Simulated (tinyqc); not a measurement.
# Capacitance measurement on a leaky thin oxide: effects of series resistance and leakage: two studies

The device is a capacitance C in parallel with a leakage conductance G, in series with Rs and Ls. An impedance meter reports either a parallel pair (Cp, Gp) from Y = 1/Z = Gp + i w Cp or a series pair (Cs, Rm) from Z = Rm + 1/(i w Cs); w = 2 pi f, dissipation D = Gp/(w |Cp|).

Parameters, values chosen for the exercise; values of the order met in thin-oxide MOS capacitors:

| symbol | value | unit | meaning |
|---|---|---|---|
| eox | 9.19 |  | relative permittivity of the gate insulator (close to aluminium oxide) |
| tox | 4.5 | nm | insulator thickness |
| A | 400 | um^2 | gate area |
| zc | 0.36 | nm | oxide-equivalent thickness added by the accumulation layer |
| zp | 0.16 | nm | oxide-equivalent thickness added by gate depletion |
| Jg | 0.44 | A/cm^2 | gate leakage current density, not matched to the thickness |
| Vs | 0.21 | V | voltage for an e-fold rise of the leakage |
| Rs | 11 | ohm | series resistance |
| Ls | 0 | nH | series inductance |
| f | 1e5 | Hz | measuring frequency |

Constants: eps0 = 8.8541878128e-14 F/cm where lengths are in cm. Results are converted to the units shown.

Each table varies one quantity; the others keep the values above.

## Readings against frequency

EOT = 3.9 tox/eox; CET = EOT + zc + zp; C = 3.9 eps0 A/CET; G = Jg A/Vs. Z = Rs + i w Ls + 1/(G + i w C); CET read from Cp = 3.9 eps0 A/Cp; errors under 0.001 % are printed as 0.

The same in every row: C (pF) = 5.685.

Readings against frequency:
```
f (Hz)  Cp (pF)  Cs (pF)        D  error of Cp (%)  error of Cs (%)  CET read from Cp (nm)
1000      5.684  3.130e5    234.7          -0.0184           5.51e6                  2.430
3000      5.684  3.478e4    78.22          -0.0184           6.12e5                  2.430
10000     5.684     3135    23.47          -0.0184           5.51e4                  2.430
30000     5.684    353.4    7.822          -0.0184             6120                  2.430
1e5       5.684    36.98    2.347          -0.0184              551                  2.430
3e5       5.684    9.162   0.7823          -0.0184             61.2                  2.430
1e6       5.684    5.998   0.2350          -0.0185             5.51                  2.430
3e6       5.684    5.720  0.07940          -0.0186            0.612                  2.430
1e7       5.684    5.688  0.02739          -0.0200           0.0551                  2.430
3e7       5.683    5.685  0.01961          -0.0323          6.12e-3                  2.430
```

D falls from 235 to 0.0196; without inductance its minimum lies at f = sqrt(G (1 + G Rs)/Rs)/(2 pi C) = 2.44e7 Hz. The error of Cp goes from -0.0184 to -0.0323 % and that of Cs from 5.51e6 to 0.00612 %; at low frequency Cp tends to C/(1 + G Rs)^2 and Cs grows as 1 + (G/(w C))^2. One of the two readings is within 2 % of C for f = 1000, 3000, 10000, 30000, 1e5, 3e5, 1e6, 3e6, 1e7, 3e7 Hz. For f = 1000, 3000, 10000, 30000, 1e5 D exceeds 1, where the accuracy of real meters degrades in proportion to sqrt(1 + D^2).

## Effect of the gate leakage current density, not matched to the thickness

Same model as above.

The same in every row: C (pF) = 5.685.

Result of one run:
```
Jg (A/cm^2)  Cp (pF)  Cs (pF)      D  error of Cp (%)  error of Cs (%)  CET read from Cp (nm)
2              5.680    652.3  10.67          -0.0838           1.14e4                  2.432
```

What becomes of these results when the gate leakage current density, not matched to the thickness Jg is changed from 2 to 0.0001 A/cm^2, all else the same?

Result of the changed run:
```
Jg (A/cm^2)  Cp (pF)  Cs (pF)         D  error of Cp (%)  error of Cs (%)  CET read from Cp (nm)
0.0001         5.685    5.685  5.725e-4                0                0                  2.430
```

The whole series:
```
Jg (A/cm^2)  Cp (pF)  Cs (pF)         D  error of Cp (%)  error of Cs (%)  CET read from Cp (nm)
1e-5           5.685    5.685  9.262e-5                0                0                  2.430
0.0001         5.685    5.685  5.725e-4                0                0                  2.430
0.001          5.685    5.685  0.005372                0          2.84e-3                  2.430
0.02           5.685    5.750    0.1067                0             1.14                  2.430
0.2            5.684    12.15     1.067         -8.38e-3              114                  2.430
2              5.680    652.3     10.67          -0.0838           1.14e4                  2.432
30             5.614  1.455e5     161.0            -1.25           2.56e6                  2.460
300            5.032  1.455e7      1700            -11.5           2.56e8                  2.745
```

As Jg goes from 1e-5 to 300, the error of Cp goes from 0 to -11.5 %, that of Cs from 0 to 2.56e8 %, and D rises from 9.26e-5 to 1700. The CET read from Cp goes from 2.43 to 2.74 nm against the true 2.43 nm. For Jg = 0.2, 2, 30, 300 D exceeds 1, where the accuracy of real meters degrades in proportion to sqrt(1 + D^2).

Computed by the program tinyqc: `OMP_NUM_THREADS=1 python tinyqc.py 2022041 2022042 out.jsonl`, one thread of a shared Intel Xeon 2.30GHz, about 0.01 s for the whole run.
